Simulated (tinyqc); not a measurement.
What each value does: bond-orbital model of a tetrahedral semiconductor (Harrison's universal couplings).

Hybrid level eh = (es + 3 ep)/4; metallic energy V1 = (ep - es)/4 for each atom; covalent energy V2 = 3.22 hbar^2/(m d^2); polar energy V3 = (ehc - eha)/2; hbar^2/m = 2c, c = hbar^2/2m0. Polarity ap = V3/sqrt(V2^2 + V3^2), covalency ac = V2/sqrt(V2^2 + V3^2). p-p coupling at Gamma Exx = (4/3)(2.22 - 2 x 0.63) hbar^2/(m d^2) = 1.28 hbar^2/(m d^2), s-s coupling Ess = 4 x 1.32 hbar^2/(m d^2).

Constants: hbar^2/2m0 = 3.80998211 eV angstrom^2.

Inputs chosen for the exercise (near tabulated values for diamond; the model gives trends, and its gaps can be far from the real ones; not measured data):
```
symbol  value   unit      meaning
esc     -19.19  eV        s level, cation
epc     -10.93  eV        p level, cation
esa     -19.19  eV        s level, anion
epa     -10.93  eV        p level, anion
d       1.55    angstrom  bond length
```

The bond-antibond splitting is 2 sqrt(V2^2 + V3^2). E0 is the upper root of [[esa, 5.28 u], [5.28 u, esc]] less the lower root of [[epa, 1.28 u], [1.28 u, epc]], u = hbar^2/(m d^2).

One parameter was then changed.

Results before and after:
```
case          ap  bond-antibond splitting (eV)  Ev (eV)  E0 (eV)
base      0.0000                        20.426  -14.990   12.546
changed  -0.0061                        20.426  -14.990   12.798
```

Which of these changes was made? (a) esc = -18.69 eV; (b) d = 1.6 angstrom; (c) esa = -18.69 eV; (d) epa = -10.43 eV; (e) epc = -10.43 eV.

Answer: (c) esa = -18.69 eV. Of the candidates, run in turn, only this one gives the changed row.

All candidates:
```
case                   ap  bond-antibond splitting (eV)  Ev (eV)  E0 (eV)
base               0.0000                        20.426  -14.990   12.546
esc = -18.69 eV    0.0061                        20.426  -14.990   12.798
epc = -10.43 eV    0.0184                        20.429  -14.747   12.304
esa = -18.69 eV   -0.0061                        20.426  -14.990   12.798
epa = -10.43 eV   -0.0184                        20.429  -14.747   12.304
d = 1.6 angstrom   0.0000                        19.169  -14.740   11.266
```

Run: tinyqc, `OMP_NUM_THREADS=1 python tinyqc.py 1450617 1450618 out.jsonl`; Intel(R) Xeon(R) Processor @ 2.30GHz, one thread, shared host; about 0.01 s of CPU time with all checks.
